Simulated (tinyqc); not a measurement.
Single-domain magnet: Stoner-Wohlfarth switching, Neel-Arrhenius retention, LLG dynamics and spin torque: one step, computed by the program tinyqc. Command: `OMP_NUM_THREADS=1 python tinyqc.py 3010623 3010624 out.jsonl macro walk`. One thread of a shared host (Intel(R) Xeon(R) Processor @ 2.30GHz), about 0.02 s of CPU time with the checks.

The moment is uniform, with unit vector m; z is the easy axis. mu_0 = 1.25663706212e-6 T m/A, gamma = 1.76085963023e11 rad/(s T).

Task: Effective anisotropy. The disc is treated as an oblate spheroid with p = t/d: N_z = [1 - p arccos(p)/sqrt(1 - p^2)]/(1 - p^2); V = pi d^2 t/4; K_eff = K_u + K_i/t + K_shape, K_shape = -(mu_0 M_s^2/4)(3 N_z - 1); mu_0 H_K = 2 K_eff/M_s.

Inputs (values chosen for the exercise, for a model magnet):

| quantity | value | unit |
|---|---|---|
| saturation magnetisation M_s | 408 | kA/m |
| diameter d | 20 | nm |
| thickness t | 1.7 | nm |
| interface anisotropy K_i | 0.188 | mJ/m^2 |
| bulk anisotropy K_u | 7.8 | kJ/m^3 |

Shape: thin disc, easy axis normal to it.

Give: demagnetising factor N_z; volume V; K_shape; K_eff; anisotropy field mu_0 H_K.

Result:

demagnetising factor N_z = 0.8796

volume V = 534.1 nm^3

K_shape = -85.70 kJ/m^3

K_eff = 32.68 kJ/m^3

anisotropy field mu_0 H_K = 0.1602 T

Shape works against the easy axis and takes 72 % of the other terms. Caution: a flat cylinder has a smaller N_z than the spheroid of the same t/d, so K_eff of a real disc is larger.
